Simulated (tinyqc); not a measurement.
# Double-gate transistor, scale length and short-channel effects, step by step

Program tinyqc, `OMP_NUM_THREADS=1 python tinyqc.py 2420140 2420141 out.jsonl`; Intel Xeon 2.30GHz, shared host, one thread, about 0.01 s. Printed values are rounded.

A body of thickness ts between two insulators of thickness ti and two tied gates. Below threshold the potential that source and drain add obeys Laplace's equation and vanishes on the gate. Its lowest mode decays along the channel as exp(-k y); k is the smallest positive root of the matching condition at the interface, and the scale length is Lambda = pi/k.

Parameters, values chosen for the exercise; permittivities: semiconductor made up, insulator close to that of aluminium oxide: temperature T = 300 K; relative permittivity of the semiconductor eps_r = 14.2; relative permittivity of the insulator ei = 8.76; insulator thickness ti = 2.1 nm; body thickness ts = 10.8 nm; channel length L = 33 nm; potential of the source Vbi = 0.89 V; potential of the barrier top at threshold sT = 0.43 V; long-channel threshold VTL = 0.45 V; long-channel body factor m = 1; drain voltage Vds = 1 V.

Constants: q = 1.602176634e-19 C, kB = 1.380649e-23 J/K, Vt = kB T/q. Results are converted to the units shown.

## Scan of the matching condition

k, point 0 to 7 (1/nm): 0.035  0.07  0.105  0.14  0.175  0.21  0.245  0.28

f(k) = ei cos(k ti) cos(k ts/2) - eps_r sin(k ti) sin(k ts/2).

f(k), point 0 to 7: 8.384867  7.286168  5.542164  3.277273  0.653482  -2.140844  -4.903978  -7.434795

The first change of sign lies between k = 0.175 and 0.21 1/nm.

## Iteration 1: decay constant by Newton steps

k at the start = 0.21 1/nm

f(k) = ei cos(k ti) cos(k ts/2) - eps_r sin(k ti) sin(k ts/2); f' by a central difference with +/- 1e-5 1/nm; k(new) = k - f/f'.

f = -2.140844
f' = -80.36494 nm
k after iteration 1 = 0.1833610 1/nm

## Iteration 2: decay constant by Newton steps

As before.

f = -0.005991424
f' = -79.35248 nm
k after iteration 2 = 0.1832855 1/nm

## Course of the iteration: decay constant by Newton steps

Stop when k changes by less than 1e-10 1/nm, or after 30 iterations.

Course of the iteration:
```
iteration   k (1/nm)  |change| (1/nm)
1          0.1833610           0.0266
2          0.1832855          7.55e-5
3          0.1832855          3.64e-9
4          0.1832855                0
```

Converged in 4 iterations. The change falls from 0.027 in the first iteration to below the tolerance in the last.

## Scale length against simple estimates

k = 0.1832855 1/nm

Lambda = pi/k and l = 1/k. A parabolic potential across the structure gives l(parabolic) = sqrt((eps_r/(2 ei)) ts ti (1 + ei ts/(4 eps_r ti))).

Lambda = 17.14044 nm
l = 5.455970 nm
l(parabolic) = 5.741271 nm

The parabolic estimate is 5.2 % above l.

## Threshold shift, barrier position and swing

Along the channel psi(y) = s + a exp(y/l) + b exp(-y/l) with psi(0) = Vbi, psi(L) = Vbi + Vds and l = 1/k = Lambda/pi; with A = Vbi - s, B = A + Vds, x = exp(-L/l): a = (B - A x) x/(1 - x^2), b = (A - B x)/(1 - x^2). The minimum is s + 2 sqrt(a b), at y = (l/2) ln(b/a). The long-channel potential follows the gate as s = sT + (Vg - VTL)/m, and the threshold VT is the gate voltage at which the minimum equals sT. Swing = m Vt ln 10/g at threshold, g = d(minimum)/ds = 1 - (b x + a)/((1 + x) sqrt(a b)).

s at threshold = 0.3406717 V
a = 0.003655834 V
b = 0.5456725 V
position of the minimum = 13.65546 nm
VT = 0.3606717 V
swing = 66.91693 mV/decade

The threshold lies 89.3 mV below the long-channel value, and the barrier top sits at 0.41 L from the source.
